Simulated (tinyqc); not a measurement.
## Isotype n-N heterojunction, non-linear Poisson equation by Newton steps, Boltzmann statistics: starts and damping rules compared

One dimension, material 1 (n-type) at x < 0 and material 2 (n-type) at x > 0. Band edges: Ec = -psi in material 1 and -psi + dEc in material 2, Ev = Ec - Eg. Equilibrium, Fermi level at 0. n = Nc F((EFn - Ec)/Vt), p = Nv F((Ev - EFp)/Vt), with F(eta) = exp(eta) (Boltzmann statistics); full ionisation, no interface charge, classical densities; the doping types are chosen for the exercise.

a_i = eps0 eps_r/h_i for the interval from node i to i + 1, with h_i = x_(i+1) - x_i in cm.

n_i = Nc F(a_n), a_n = (V - Ec_i)/Vt; p_i = Nv F(a_p), a_p = (Ec_i - Eg)/Vt; rho_i = p_i - n_i + C_i with C = +N1 or +N2; g_i = (n_i + p_i)/Vt. Box widths w_i = (h_(i-1) + h_i)/2 in cm. Residual F_i = a_i (psi_(i+1) - psi_i) - a_(i-1) (psi_i - psi_(i-1)) + q rho_i w_i; Jacobian: a_(i-1) and a_i beside the diagonal, b_i = -a_(i-1) - a_i - q g_i w_i on it. The two end nodes are fixed.

Iterations until the largest undamped |d| is below 1e-9 V (the last, tiny step is counted), with a cap of 100; "overflow" would mean that an exponential left the range of double precision. Starts:
- neutral: psi_L on the nodes of material 1 and psi_R on those of material 2.
- smooth: psi_L + (psi_R - psi_L)(1 + tanh(x/s))/2 on the inner nodes with s = 48 nm, psi_L and psi_R on the ends.
- linear: A straight line in x from psi_L to psi_R.

Rules for the step d, which solves the tridiagonal system a_(i-1) d_(i-1) + b_i d_i + a_i d_(i+1) = -F_i:
- full Newton steps: the full step is added.
- logarithmic damping: each component d is damped to sign(d) Vt ln(1 + |d|/Vt) before it is added.
- steps capped at 4 Vt: if the largest |d| exceeds 4 Vt, the whole step is scaled down so that it equals 4 Vt.
- halved steps: half of the step is added while the largest |d| exceeds 1.5 Vt, the full step after that.

Inputs (values chosen for the exercise); band and dielectric values close to those of In0.53Ga0.47As and InP:

| symbol | value | unit | meaning |
|---|---|---|---|
| T | 300 | K | temperature |
| Eg1 | 0.742 | eV | band gap of material 1 |
| er1 | 14.1 |  | relative permittivity of material 1 |
| Nc1 | 2.09e17 | cm^-3 | conduction-band density of states of material 1 |
| Nv1 | 7.74e18 | cm^-3 | valence-band density of states of material 1 |
| Eg2 | 1.32 | eV | band gap of material 2 |
| er2 | 12.5 |  | relative permittivity of material 2 |
| Nc2 | 5.66e17 | cm^-3 | conduction-band density of states of material 2 |
| Nv2 | 1.08e19 | cm^-3 | valence-band density of states of material 2 |
| dEc | 0.26 | eV | conduction-band offset Ec2 - Ec1 |
| N1 | 2.5e16 | cm^-3 | donor density of material 1 |
| N2 | 3.6e16 | cm^-3 | donor density of material 2 |
| V | 0 | V | bias of side 1 against side 2 |

Constants: q = 1.602176634e-19 C, kB = 1.380649e-23 J/K, Vt = kB T/q, eps0 = 8.8541878128e-14 F/cm where lengths are in cm. Results are converted to the units shown.

```
node  x (nm)  material
0       -292         1
1       -162         1
2      -83.8         1
3      -36.8         1
4       -8.5         1
5        8.5         2
6       30.4         2
7       58.7         2
8       95.2         2
9        142         2
10       203         2
11       281         2
```

eps_r, interval 0 to 10: 14.1  14.1  14.1  14.1  13.2519  12.5  12.5  12.5  12.5  12.5  12.5
psi_L = -0.0548956 V
psi_R = 0.188776 V

Iterations needed:
```
         full Newton steps  logarithmic damping  steps capped at 4 Vt  halved steps
neutral                  8                    9                     8             8
smooth                   7                    9                     7             7
linear                  10                   11                     9             9
```

The fewest iterations, 7, are needed by full Newton steps from the smooth start and steps capped at 4 Vt from the smooth start and halved steps from the smooth start. Every pairing converges. Lowest count for the worst start: steps capped at 4 Vt, at most 9 iterations.

Program tinyqc, `OMP_NUM_THREADS=1 python tinyqc.py 2040136 2040137 out.jsonl`; Intel Xeon 2.30GHz, shared host, one thread, about 0.03 s.
